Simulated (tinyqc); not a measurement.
Which single mass stands for the valley: donor in an ellipsoidal valley (Kohn-Luttinger variational method). Computed by tinyqc, a small Python program. Command: `OMP_NUM_THREADS=1 python tinyqc.py 3014366 3014367 out.jsonl kohnlutt walk`. One thread of a shared host (Intel(R) Xeon(R) Processor @ 2.30GHz), about 0.04 s of CPU time with the checks.

H = -(d^2/dx^2 + d^2/dy^2) - gamma d^2/dz^2 - 2/r in units built on m_t, with gamma = m_t/m_l and z along the valley axis. One valley; no valley-orbit or central-cell term.

Inputs (values chosen for the exercise, modelled on germanium): transverse mass m_t = 0.0832 m_0; longitudinal mass m_l = 1.57 m_0; dielectric constant eps = 15.7.

Constants: Ry = 13.605693123 eV; a_0 = 0.529177210903 angstrom.

Method:
- Ry* = Ry m_t/eps^2, a* = a_0 eps/m_t, gamma = m_t/m_l.
- Trial function exp(-sqrt((x^2 + y^2)/a^2 + z^2/b^2)) with beta = b/a < 1: E = t/a^2 - u/a, t = (2 + gamma/beta^2)/3, u = 2 arcsin(sqrt(1 - beta^2))/sqrt(1 - beta^2); the best a is 2 t/u and E(beta) = -u^2/(4 t).
- Golden-section search on beta from 0.05 to 0.999, 60 steps.
- Gaussian basis: g = P exp(-al (x^2 + y^2) - be z^2) with P = 1 (s-like), z (2p0) or x (2p+-); al = 0.004 x 2.6^k, k = 0..11, and be/al = 1, gamma^(-1/2) or 1/gamma (36 functions); 1/r = (2/sqrt(pi)) int exp(-t^2 r^2) dt by 48 Gauss-Legendre points after t = sqrt(al_i + al_j) tan(theta); overlap eigenvalues below 1e-10 are dropped.
- A hydrogenic level is Ry m/eps^2 for one mass m; errors are against the Gaussian basis.

gamma = 0.0529936

1s binding energy, Gaussian basis = 9.55302 meV

1s binding energy, trial function = 9.50220 meV

1s binding energy:

| rule | mass (m_0) | binding (meV) | error (%) |
|---|---|---|---|
| transverse mass | 0.0832 | 4.592 | -51.93 |
| conductivity mass 3/(2/m_t + 1/m_l) | 0.1216 | 6.711 | -29.75 |
| density-of-states mass (m_t^2 m_l)^(1/3) | 0.2215 | 12.227 | 27.99 |
| longitudinal mass | 1.5700 | 86.660 | 807.15 |
| trial function with a and b | - | 9.502 | -0.53 |
| mass that fits 1s | 0.1731 | 9.553 | 0.00 |

The conductivity mass, which is what a spherical trial function (a = b) gives, falls short by 29.8 %, as a restricted variational bound must; the density-of-states mass is off by +28.0 %. The mass that fits lies between the two.

Extremes, crossings and ranges named in words are read from the listed rows.
